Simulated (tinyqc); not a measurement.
# Tunnelling through a gate dielectric, WKB transmission and Tsu-Esaki current, step by step

Numbers from tinyqc (`OMP_NUM_THREADS=1 python tinyqc.py 2540163 2540164 out.jsonl`; about 0.04 s on one thread of a shared Intel Xeon 2.30GHz). Printed values are rounded.

Electrons leave the emitter at x = 0. Energies E (motion across the layers) are in eV from the emitter Fermi level; the collector Fermi level lies at -V and offers states at every E. No charge in the dielectric and no image force: F1 = V/t1, U = phi1 - F1 x. With C = hbar^2/(2 m0), kappa = sqrt(m (U - E)/C) where U > E and 0 elsewhere; T(E) = exp(-S), S = 2 times the integral of kappa over x.

Values chosen for this exercise; dielectric values close to those of hafnium oxide:
- T = 200 K (temperature)
- Ef = 1.7 eV (Fermi energy of the emitter above its band bottom)
- me = 0.87 m0 (emitter mass in the supply function)
- phi1 = 1.44 eV (barrier of layer 1 above the emitter Fermi level at zero bias)
- m1 = 0.21 m0 (tunnelling mass of layer 1)
- t1 = 1.6 nm (thickness of layer 1)
- V = 1.3 V (voltage across the dielectric)
- E = 0.11 eV (energy of the electron followed)
- nc = 7 (cells in each layer)
- Ea = -1.5 eV (lower end of the energy grid)
- Eb = 0.17 eV (upper end of the energy grid)
- nE = 9 (points of the energy grid)

Constants: q = 1.602176634e-19 C, kB = 1.380649e-23 J/K, hbar = 1.054571817e-34 J s, m0 = 9.1093837015e-31 kg, Vt = kB T/q, hbar^2/(2 m0) = 0.0380998212 eV nm^2. Results are converted to the units shown.

## Fields and band edges

F1 = V/t1, U = phi1 - F1 x.

F1 = 8.125 MV/cm
U at x = t1 = 0.14 eV

## WKB exponent by the midpoint rule

Cut each layer into nc equal cells, take U and kappa at the cell centres, and sum S = 2 sum kappa h.

```
cell    x (nm)    U (eV)  kappa (1/nm)
0     0.114286  1.347143      2.611308
1     0.342857  1.161429      2.407344
2     0.571429  0.975714      2.184417
3     0.800000  0.790000      1.935988
4     1.028571  0.604286      1.650582
5     1.257143  0.418571      1.304145
6     1.485714  0.232857      0.822903
```

S = 5.904771
T(E) = 0.002726406

## WKB exponent in closed form

Each layer adds (2/F) sqrt(m/C) [G(u at its left edge) - G(u at its right edge)] to S, with u = U - E (0 where negative) and G(u) = (2/3) u^1.5. The slope follows from 1/d = -dS/dE.

S = 5.889348
T(E) = 0.002768780
energy d over which T(E) grows by a factor e = 0.17656 eV

The midpoint rule gives S = 5.9048, so its T(E) is 1.5 % below this value. The band edge stays above E through the whole stack: direct tunnelling through a trapezoid.

## Current density on a coarse energy grid

J = J0 times the integral of T(E) N(E) dE, N = ln[(1 + exp(-E/Vt))/(1 + exp((-E - V)/Vt))], J0 = q^2 me m0 kB T/(2 pi^2 hbar^3) (times 1e-4 for A/cm^2 per eV), by Simpson's rule on nE equally spaced points from Ea to Eb.

```
point     E (eV)         T(E)            N       T(E) N
0      -1.500000  1.200636e-5     75.42936  9.056320e-4
1      -1.291250  2.053472e-5     74.45049  0.001528820
2      -1.082500  3.616062e-5     62.80945  0.002271229
3      -0.873750  6.593051e-5     50.69724  0.003342495
4      -0.665000  1.254371e-4     38.58502  0.004839994
5      -0.456250  2.519194e-4     26.47281  0.006669013
6      -0.247500  5.441735e-4     14.36059  0.007814653
7      -0.038750  0.001311211     2.348737  0.003079689
8       0.170000  0.004029834  5.202083e-5  2.096353e-7
```

J0 = 2.426521e8 A/(cm^2 eV)
J = 1.506737e6 A/cm^2

The integrand peaks at E = -0.248 eV among these points. A converged quadrature from -Ef to above the barrier gives 1.552e6 A/cm^2; this grid is 2.9 % below that.
